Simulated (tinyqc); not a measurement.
Carrier lifetime from Shockley-Read-Hall, radiative, Auger and surface recombination: one step, computed by the program tinyqc.

Energies are counted from the top of the valence band. Boltzmann statistics, full ionisation, and equal excess densities of electrons and holes.

Task: Capture times and SRH densities. v = sqrt(3 k_B T/m) with m_e or m_h; tau_n0 = 1/(sigma_n v_n N_t), tau_p0 = 1/(sigma_p v_p N_t); n1 = N_c exp(-(E_g - E_t)/k_B T), p1 = N_v exp(-E_t/k_B T).

Inputs (values chosen for the exercise, for a model semiconductor):

| quantity | value | unit |
|---|---|---|
| gap E_g | 3.01 | eV |
| electron mass m_e | 0.255 | m_0 |
| hole mass m_h | 1.02 | m_0 |
| temperature T | 400 | K |
| trap level E_t | 1.95 | eV |
| trap density N_t | 4.3e+13 | cm^-3 |
| electron cross-section sigma_n | 9.4e-15 | cm^2 |
| hole cross-section sigma_p | 1.9e-14 | cm^2 |

Doping: n-type. Surface term: two equal surfaces.

N_c = 4.974969e+18 cm^-3

N_v = 3.979975e+19 cm^-3

Constants: k_B = 1.380649e-23 J/K; m_0 = 9.1093837015e-31 kg; k_B = 8.617333262e-05 eV/K.

Give: v_n; v_p; tau_n0; tau_p0; n1; p1.

Result:

v_n = 2.671e+07 cm/s

v_p = 1.335e+07 cm/s

tau_n0 = 9.264e-08 s

tau_p0 = 9.166e-08 s

n1 = 2.195e+05 cm^-3

p1 = 1.074e-05 cm^-3
